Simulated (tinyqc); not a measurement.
Worked calculation: one-electron ion in a basis of Gaussians. Computed by tinyqc, a small Python program that keeps every step. Settings: Z = 4, l = 0. Command: `OMP_NUM_THREADS=1 python tinyqc.py 22392 22393 out.jsonl` (the two numbers bound the seeds that draw the settings). One thread of a shared host (Intel(R) Xeon(R) Processor @ 2.60GHz), about 0.01 s of CPU time with the checks.

## Matrices over normalised Gaussians

exponents of r^l exp(-a r^2) (1/bohr^2): 0.64360  2.29500  8.18700  29.20000  104.10000  371.40000  1325.00000

Z = 4

l = 0

With p = a_i + a_j and I(k) = Gamma((k+1)/2) / (2 p^((k+1)/2)): S = I(2l+2), T = (2l+3) a_i a_j S / p, V = -Z I(2l+1), each divided by sqrt(S_ii S_jj).

S:
```
,1,2,3,4,5,6,7
1,1.00000,0.75229,0.37486,0.15659,0.06179,0.02396,0.00925
2,0.75229,1.00000,0.75216,0.37481,0.15662,0.06176,0.02395
3,0.37486,0.75216,1.00000,0.75222,0.37496,0.15660,0.06176
4,0.15659,0.37481,0.75222,1.00000,0.75236,0.37488,0.15657
5,0.06179,0.15662,0.37496,0.75236,1.00000,0.75212,0.37471
6,0.02396,0.06176,0.15660,0.37488,0.75212,1.00000,0.75214
7,0.00925,0.02395,0.06176,0.15657,0.37471,0.75214,1.00000
```

T (hartree):
```
,1,2,3,4,5,6,7
1,0.96540,1.13439,0.67102,0.29583,0.11857,0.04618,0.01785
2,1.13439,3.44250,4.04477,2.39250,1.05505,0.42264,0.16462
3,0.67102,4.04477,12.28050,14.42956,8.53787,3.76339,1.50760
4,0.29583,2.39250,14.42956,43.80000,51.46946,30.44614,13.42014
5,0.11857,1.05505,8.53787,51.46946,156.15000,183.46450,108.49913
6,0.04618,0.42264,3.76339,30.44614,183.46450,557.10000,654.55584
7,0.01785,0.16462,1.50760,13.42014,108.49913,654.55584,1987.50000
```

V (hartree):
```
,1,2,3,4,5,6,7
1,-5.12080,-5.82061,-5.02777,-3.86107,-2.85419,-2.08598,-1.51970
2,-5.82061,-9.66989,-10.99124,-9.49385,-7.29145,-5.38904,-3.93860
3,-5.02777,-10.99124,-18.26385,-20.75966,-17.93338,-13.77126,-10.17828
4,-3.86107,-9.49385,-20.75966,-34.49225,-39.20623,-33.86629,-26.00616
5,-2.85419,-7.29145,-17.93338,-39.20623,-65.12615,-74.02510,-63.93628
6,-2.08598,-5.38904,-13.77126,-33.86629,-74.02510,-123.01300,-139.82187
7,-1.51970,-3.93860,-10.17828,-26.00616,-63.93628,-139.82187,-232.34749
```

## Generalised eigenproblem

H = T + V (hartree):
```
,1,2,3,4,5,6,7
1,-4.15540,-4.68622,-4.35675,-3.56525,-2.73562,-2.03979,-1.50185
2,-4.68622,-6.22739,-6.94646,-7.10136,-6.23640,-4.96640,-3.77397
3,-4.35675,-6.94646,-5.98335,-6.33010,-9.39551,-10.00787,-8.67069
4,-3.56525,-7.10136,-6.33010,9.30775,12.26323,-3.42016,-12.58602
5,-2.73562,-6.23640,-9.39551,12.26323,91.02385,109.43940,44.56285
6,-2.03979,-4.96640,-10.00787,-3.42016,109.43940,434.08700,514.73396
7,-1.50185,-3.77397,-8.67069,-12.58602,44.56285,514.73396,1755.15251
```

Solve H C = S C e through S^(-1/2); each column has its largest component positive (the first on a tie).

eigenvalues of S: 0.03358  0.08181  0.20285  0.47588  1.03340  1.99634  3.17613

eigenvalues (hartree): -7.99737  -1.81907  5.69877  44.63206  206.45856  835.03676  3300.46537

coefficients:
```
,1,2,3,4,5,6,7
1,0.04712,1.37018,-1.00600,0.38816,-0.16767,0.07830,-0.03726
2,0.53780,-0.68595,2.24024,-1.23245,0.54469,-0.25211,0.11934
3,0.41281,-0.18592,-1.56237,2.25476,-1.22430,0.57082,-0.26738
4,0.11362,-0.06409,0.03529,-1.91200,2.16747,-1.17867,0.55227
5,0.02734,-0.00976,-0.06620,0.19036,-2.01271,2.07658,-1.10622
6,0.00491,-0.00272,0.00324,-0.06579,0.25930,-1.98399,1.91296
7,0.00159,-0.00060,-0.00301,0.00554,-0.05419,0.20928,-1.74041
```

For Z = 4 and l = 0 the exact lowest level is -Z^2/(2 n^2) with n = l + 1: -8.000000 hartree.
